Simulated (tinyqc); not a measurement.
MOS inversion layer, Poisson-Schroedinger loop: two steps of the calculation.

Electrons confined at an insulator interface at z = 0, treated as a hard wall; parabolic valleys, Hartree approximation, no image or exchange terms. The depletion charge lies far deeper than the electrons and gives a uniform field q Nd/(eps0 eps_r); the gate balances all charge. Energies are counted from the band edge at the interface.

Parameters, values chosen for the exercise; masses and permittivity close to those of germanium (111):
```
symbol,value,unit,meaning
eps_r,15.7,,relative permittivity
mz1,1.6,m0,mass along z of valley set A (1 valley(s))
Ns,5.4e12,cm^-2,sheet density of electrons
Nd,1.1e12,cm^-2,sheet density of depletion charge
a,1,,mixing factor
```

Constants: q = 1.602176634e-19 C, hbar = 1.054571817e-34 J s, m0 = 9.1093837015e-31 kg, eps0 = 8.8541878128e-14 F/cm where lengths are in cm, hbar^2/(2 m0) = 0.0380998212 eV nm^2. Results are converted to the units shown.

Task 1. Density, output potential and mixing. n_i = sum_k N_k |psi_k|^2 (converted to cm^-3). Hartree part by Gauss: on the interval before node i the electrons still beyond are S_i = Ns - hz sum_(j<i) n_j, and U_i = U_(i-1) + q S_i hz/(eps0 eps_r) in eV, U_0 = 0 at the interface. Mixing: U(new) = U + a (U(out) - U).

columns A: node; B: z (nm); C: self-consistent potential U at the start (eV); D: |psi|^2 of A1 (1/nm); E: |psi|^2 of A2 (1/nm); F: |psi|^2 of B1 (1/nm); G: |psi|^2 of B2 (1/nm)
```
A      B  C           D           E           F           G
1    1.2  0  0.47864775  0.24947309  0.04195533  0.04031995
2    2.4  0  0.29478043  0.11424989  0.12469527  0.08828590
3    3.6  0  0.05463742  0.33838112  0.17873200  0.06487937
4    4.8  0  0.00498450  0.11471091  0.17706283  0.01143531
5      6  0  0.00027295  0.01534960  0.13686350  0.00630063
6    7.2  0  0.00001001  0.00111580  0.08754297  0.05823384
7    8.4  0  0.00000026  0.00005127  0.04795661  0.11698111
8    9.6  0  0.00000001  0.00000163  0.02301123  0.14000930
9   10.8  0  0.00000000  0.00000004  0.00982651  0.12339524
10    12  0  0.00000000  0.00000000  0.00377885  0.08726952
11  13.2  0  0.00000000  0.00000000  0.00132048  0.05179226
12  14.4  0  0.00000000  0.00000000  0.00042205  0.02645550
13  15.6  0  0.00000000  0.00000000  0.00012375  0.01176609
14  16.8  0  0.00000000  0.00000000  0.00003306  0.00452140
15    18  0  0.00000000  0.00000000  0.00000769  0.00141546
16  19.2  0  0.00000000  0.00000000  0.00000121  0.00027246
```

N_k (cm^-2): A1 2.4658063e12, A2 1.7272570e12, B1 1.1271157e12, B2 7.9820944e10

Find: n; U(out); U after round 1.

Result 1.

```
node  n (1e19 cm^-3)  U(out) (eV)  U after round 1 (eV)
1             1.6617      0.07469               0.07469
2             1.0718      0.12179               0.12179
3             0.9258      0.15111               0.15111
4             0.4109      0.16506               0.16506
5             0.1819      0.17220               0.17220
6             0.1053      0.17631               0.17631
7             0.0635      0.17868               0.17868
8             0.0371      0.17999               0.17999
9             0.0209      0.18069               0.18069
10            0.0112      0.18104               0.18104
11            0.0056      0.18120               0.18120
12            0.0026      0.18127               0.18127
13            0.0011      0.18130               0.18130
14            0.0004      0.18131               0.18131
15            0.0001      0.18131               0.18131
16            0.0000      0.18131               0.18131
```

Task 2. Closed-form estimates. Triangular well: E_k = a_k (C F^2/mz)^(1/3), a_1 = 2.338107, a_2 = 4.087949, C = hbar^2/(2 m0), F in eV/nm. Fang-Howard (all electrons in the lowest level of set A): b^3 = 6 (mz1/C) q (Nd + 11 Ns/32)/(eps0 eps_r), centroid 3/b, level C b^2/(4 mz1) + (3/b) q (Nd + 11 Ns/16)/(eps0 eps_r). Use F = q (Nd + Ns)/(eps0 eps_r), the surface field, and F = q (Nd + Ns/2)/(eps0 eps_r).

Give: A1 with the surface field; A1 with Nd + Ns/2; A2 with Nd + Ns/2; b; Fang-Howard centroid; Fang-Howard level.

Result 2.

A1 with the surface field = 0.11954 eV
A1 with Nd + Ns/2 = 0.083579 eV
A2 with Nd + Ns/2 = 0.14613 eV
b = 2.0476 1/nm
Fang-Howard centroid = 1.4651 nm
Fang-Howard level = 0.10622 eV

Numbers from tinyqc (`OMP_NUM_THREADS=1 python tinyqc.py 2160071 2160072 out.jsonl`; about 0.9 s on one thread of a shared Intel Xeon 2.30GHz).
